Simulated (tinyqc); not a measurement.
# Changing the particle radius h

Model: wafer bonding and layer transfer: bond energy, gap closing, particles, bonding of dissimilar wafers and hydrogen blisters. Computed by tinyqc, a small Python program. Command: `OMP_NUM_THREADS=1 python tinyqc.py 3025093 3025094 out.jsonl bond sweep`. One thread of a shared host (Intel(R) Xeon(R) Processor @ 2.30GHz), about 0.01 s of CPU time with the checks.

gamma is the energy per area of each of the two surfaces; plates are isotropic.

Inputs (values chosen for the exercise, with wafer 1 close to silicon): Young's modulus E1 = 132 GPa; Young's modulus E2 = 388 GPa; Poisson ratio nu = 0.26; thickness t1 = 300 micrometre; thickness t2 = 625 micrometre; blade thickness t_b = 50 micrometre; crack length L = 5.97 mm.

Pair: two different wafers.

Method. Two cantilevers opened by t_b: gamma = 3 t_b^2 E1 t1^3 E2 t2^3/(16 L^4 (E1 t1^3 + E2 t2^3)). E' = E1/(1 - nu^2), equal wafers assumed. Void radius in the plate regime: R_v = [(2/3) E' t1^3/gamma]^(1/4) h^(1/2). Below h_crit = 5 sqrt(t1 gamma/E') the wafers deform locally and R_v is of the order of h (taken as h).

One run for each value:
```
particle radius h (micrometre)  void radius (micrometre)  critical particle radius (micrometre)
0.01                                          1.0000e-02                                0.25913
0.024                                         2.4000e-02                                0.25913
0.056                                         5.6000e-02                                0.25913
0.13                                          1.3000e-01                                0.25913
0.32                                          6.7360e+02                                0.25913
0.75                                          1.0312e+03                                0.25913
1.8                                           1.5976e+03                                0.25913
4.2                                           2.4403e+03                                0.25913
10                                            3.7655e+03                                0.25913
```

Describe and explain the trends.

At the high end the exponent of void radius is 0.50, close to 0.50: plate bending. The void radius jumps by orders of magnitude at the critical particle size, where bending of the whole wafer takes over.

Caution (all rows): the crack is short against the thickness, so root rotation and shear add to the beam formula.
